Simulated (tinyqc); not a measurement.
UKS/BP86 in the 6-31g basis, for H2-, spin multiplicity 2, step by step (part 2 of 2). The basis has no diffuse functions, so it cannot describe the extra electron: this is an exercise in the method, not the real anion. Computed by tinyqc, a small Python program that keeps every step (integrals from PySCF). Command: `OMP_NUM_THREADS=1 python tinyqc.py 30821 30822 out.jsonl` (the two numbers bound the seeds that draw the settings). One thread of a shared host (Intel(R) Xeon(R) Processor @ 2.60GHz), about 1 s of CPU time with the checks.

Geometry (angstrom):
```
atom         x         y         z
H     0.000000  0.000000  0.000000
H     0.000000  0.000000  1.168000
```

## Populations, bond orders and dipole

D(alpha) after iteration 31:
```
           1H 1s      1H 2s      2H 1s      2H 2s
1H 1s   0.090385   0.285741   0.020021  -0.103297
1H 2s   0.285741   1.226227  -0.103297  -0.924739
2H 1s   0.020021  -0.103297   0.090385   0.285741
2H 2s  -0.103297  -0.924739   0.285741   1.226227
```

D(beta) after iteration 31:
```
          1H 1s     1H 2s     2H 1s     2H 2s
1H 1s  0.049653  0.088524  0.049653  0.088524
1H 2s  0.088524  0.157826  0.088524  0.157826
2H 1s  0.049653  0.088524  0.049653  0.088524
2H 2s  0.088524  0.157826  0.088524  0.157826
```

overlap S:
```
          1H 1s     1H 2s     2H 1s     2H 2s
1H 1s  1.000000  0.658292  0.160434  0.347090
1H 2s  0.658292  1.000000  0.347090  0.675129
2H 1s  0.160434  0.347090  1.000000  0.658292
2H 2s  0.347090  0.675129  0.658292  1.000000
```

Mulliken: Z minus the diagonal of D S on the atom; Loewdin: the same with S^(1/2) D S^(1/2); Mayer order: 2 sum_s sum (D(s) S)_ij (D(s) S)_ji over the two atoms.

Charges (e):
```
atom   Mulliken    Loewdin  Mulliken spin
1H    -0.500000  -0.500000       0.500000
2H    -0.500000  -0.500000       0.500000
```

Mayer bond orders:
```
pair     order
2-1   0.388149
```

dipole moment about the origin, x y z (debye): 0.000000  0.000000  -2.805072

<S^2> of the determinant (pure state: 0.75) = 0.750174
